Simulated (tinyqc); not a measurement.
Thermophotovoltaic cell, detailed-balance limit: one step of the calculation.

Every photon above the gap Eg makes one pair and none below is absorbed; carriers thermalise at T and move without loss. Jsc = q F Phi(Eg, Ts); the dark current is J0 = q ge Phi(Eg, T)/ERE with the Boltzmann factor exp(V/Vt). Photons below the gap return to the emitter with reflectance Rf, and the efficiency is the electrical power over the radiant power not returned (luminescence back to the emitter is not credited).

Question. Photocurrent, dark current and incident power. Photon flux above E from a black body at temperature T into a hemisphere: Phi(E, T) = A sum_k exp(-k E/th)[E^2 th/k + 2 E th^2/k^2 + 2 th^3/k^3], k = 1, 2, ..., with th = kB T/q in eV and A = 2 pi q^3/(h^3 c^2). Jsc = q F Phi(Eg, Ts), J0 = q ge Phi(Eg, T)/ERE. Pin = F sigma Ts^4, sigma = 2 pi^5 kB^4/(15 h^3 c^2). Power above the gap: Pg = F A q sum_k exp(-k Eg/th)[Eg^3 a + 3 Eg^2 a^2 + 6 Eg a^3 + 6 a^4], a = th/k at Ts; power not returned Pab = Pin - Rf (Pin - Pg).

Values chosen for this exercise: cell temperature T = 298 K; emitter temperature Ts = 1200 K; share of the hemisphere filled by the emitter F = 0.92; reflectance for photons below the gap Rf = 0; external radiative efficiency ERE = 0.1; number of faces that emit ge = 1; band gap Eg = 0.79 eV.

Constants: q = 1.602176634e-19 C, kB = 1.380649e-23 J/K, h = 6.62607015e-34 J s, c = 299792458 m/s. Results are converted to the units shown.

Find: Jsc; J0; Pin; Pab.

Answer.

Jsc = 586.23 mA/cm^2
J0 = 1.1808e-7 mA/cm^2
Pin = 10817 mW/cm^2
Pab = 10817 mW/cm^2

Numbers from tinyqc (`OMP_NUM_THREADS=1 python tinyqc.py 2820117 2820118 out.jsonl`; about 0.01 s on one thread of a shared Intel Xeon 2.30GHz).
